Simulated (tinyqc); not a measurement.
Drift velocity with scattering: Wannier-Stark ladder of a miniband.

Constants: hbar = 6.58211957e-16 eV s.

Parameters, chosen for this exercise (out of a larger set: near those of an InGaAs/InAlAs superlattice; not measured data):
```
symbol  value  unit      meaning
W       14     meV       miniband width
d       115    angstrom  period
G       3      meV       hbar/tau
```

Esaki-Tsu: v = v0 y/(1 + y^2), y = e F d/G, v0 = W d/(2 hbar), at zero temperature; 1 angstrom/s = 1e-8 cm/s, 1 kV/cm = 0.01 meV/angstrom. The last column is dv/dF in cm^2/(V s).

Results:
```
y    F (kV/cm)  v (1e6 cm/s)  dv/dF
0.1       0.26          1.21   4550
0.3       0.78          3.37   3591
0.6       1.57          5.40   1622
1.5       3.91          5.64   -555
2.5       6.52          4.22   -468
4.0      10.43          2.88   -243
```

Give the missing row, y = 1.0.

Computed row:
```
y    F (kV/cm)  v (1e6 cm/s)  dv/dF
1.0       2.61          6.12      0
```

v0 = 12.23 x 1e6 cm/s
field at y = 1 = 2.61 kV/cm

The velocity peaks at v0/2 = 6.12 x 1e6 cm/s at 2.61 kV/cm and then falls: negative differential velocity, steepest at y = sqrt3 with -v0/(8 Fc) = -586 cm^2/(V s). The low-field mobility is v0/Fc = 4688 cm^2/(V s). At the peak the swing is W/G = 4.7 periods, so the semiclassical picture holds.

Run: tinyqc, `OMP_NUM_THREADS=1 python tinyqc.py 1280520 1280521 out.jsonl`; Intel(R) Xeon(R) Processor @ 2.30GHz, one thread, shared host; about 0.01 s of CPU time with all checks.
